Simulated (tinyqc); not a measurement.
n-type polysilicon, carrier trapping at grain boundaries: one step of the calculation.

One-dimensional grains of size Lg, uniform ionised doping N, monovalent traps Qt at each boundary at a depth Et below (for electrons) or above (for holes) the band edge there, abrupt depletion of width W on each side of a boundary, Boltzmann statistics. xi is the distance from the band edge at the grain centre to the Fermi level. Trapped charge Qt/(1 + exp((xi + VB - Et)/Vt)) = 2 N W, barrier VB = q N W^2/(2 eps0 eps_r).

Question. Depletion width, Fermi level and barrier. If the trap equation with xi = Vt ln(NB/N) has a root W < Lg/2, the grain is partly depleted; otherwise W = Lg/2 and the trap equation gives xi = Et - VB + Vt ln(Qt/(N Lg) - 1). N* = Qt/Lg.

Parameters, values chosen for the exercise; values of the order met in polycrystalline silicon:
```
symbol,value,unit,meaning
T,300,K,temperature
eps_r,11.7,,relative permittivity
NB,2.8e19,cm^-3,conduction-band density of states at T
Lg,63,nm,grain size
Qt,1.3e12,cm^-2,trap density of a grain boundary
Et,0.31,eV,depth of the trap level from the majority band edge at the boundary
N,1.6e18,cm^-3,doping
```

Constants: q = 1.602176634e-19 C, kB = 1.380649e-23 J/K, Vt = kB T/q, eps0 = 8.8541878128e-14 F/cm where lengths are in cm. Results are converted to the units shown.

Find: N*; W; xi; VB; share of traps filled.

Answer.

N* = 2.0635e17 cm^-3
W = 4.0615 nm
xi = 0.073994 V
VB = 0.020410 V
share of traps filled = 0.99976

N is 7.75 N*, and the grain is partly depleted; VB = 0.789 Vt.

tinyqc, about 0.01 s, one thread, Intel Xeon 2.30GHz (shared host): `OMP_NUM_THREADS=1 python tinyqc.py 2830251 2830252 out.jsonl`
